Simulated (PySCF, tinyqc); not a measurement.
Inside a calculation. Method: CISD on RHF in the sto-6g basis, frozen core, for BeH+, spin multiplicity 1. The lowest restricted solution is unstable here: a spin-polarised one lies 0.0288 hartree lower (PySCF). One step of it, computed by the program tinyqc.

Problem. CISD: roots. Diagonalise (each vector has its largest component positive (the first on a tie)); all determinants have Ms = 0, so triplets appear too. The lowest singlet root is the correlation energy.

Occupation strings over the orbitals (2 doubly, a alpha, b beta, 0 empty; spin orbitals ordered 1a 1b 2a 2b ...): 220000 2ab000 2a000b 2ba000 2b000a 202000 20a00b 200200 200020 20b00a 200002

H - E(HF) between determinants (hartree), lower triangle:
```
,220000,2ab000,2a000b,2ba000,2b000a,202000,20a00b,200200,200020,20b00a,200002
220000,0.000000
2ab000,0.000000,0.110489
2a000b,0.000000,0.004325,0.314883
2ba000,0.000000,-0.085141,-0.060583,0.110489
2b000a,0.000000,-0.060583,-0.109601,0.004325,0.314883
202000,0.085141,0.079288,-0.082905,-0.079288,0.082905,0.371816
20a00b,0.060583,-0.082905,0.000749,0.007653,0.061902,-0.086065,0.450660
200200,0.048048,0.037010,0.021615,-0.037010,-0.021615,0.045550,0.003797,0.591451
200020,0.048048,0.037010,0.021615,-0.037010,-0.021615,0.045550,0.003797,0.024258,0.591451
20b00a,-0.060583,0.007653,0.061902,-0.082905,0.000749,0.086065,-0.099573,-0.003797,-0.003797,0.450660
200002,0.109601,-0.061902,-0.014458,0.061902,0.014458,0.099573,-0.001311,0.020885,0.020885,0.001311,0.653813
```

Give: lowest roots of this matrix, relative to E(HF); lowest vectors; <S^2> of these roots; weight of the ground state by excitation level 0, 1, 2, ....

Solution.

lowest roots of this matrix, relative to E(HF) (hartree): -0.0555  -0.0002  0.0821  0.1855  0.2664  0.3964  0.4862  0.5672

lowest vectors:
```
,root 1,root 2,root 3,root 4
220000,0.9399,0.0000,-0.1486,0.0000
2ab000,0.0328,0.6807,0.5731,-0.0916
2a000b,-0.0616,0.1501,-0.1982,0.6410
2ba000,-0.0328,0.6807,-0.5731,-0.0916
2b000a,0.0616,0.1501,0.1982,0.6410
202000,-0.2409,0.0000,-0.4378,0.0000
20a00b,-0.1292,0.1190,0.0247,-0.2842
200200,-0.0458,0.0000,-0.0217,0.0000
200020,-0.0458,0.0000,-0.0217,0.0000
20b00a,0.1292,0.1190,-0.0247,-0.2842
200002,-0.1060,0.0000,0.2205,0.0000
```

<S^2> of these roots: 0.0000  2.0000  0.0000  2.0000  0.0000  2.0000  0.0000  0.0000

weight of the ground state by excitation level 0, 1, 2, ...: 0.8834  0.0097  0.1068

The reference has a weight of only 0.88: one determinant is a poor start here. A root of higher spin lies below E(HF).
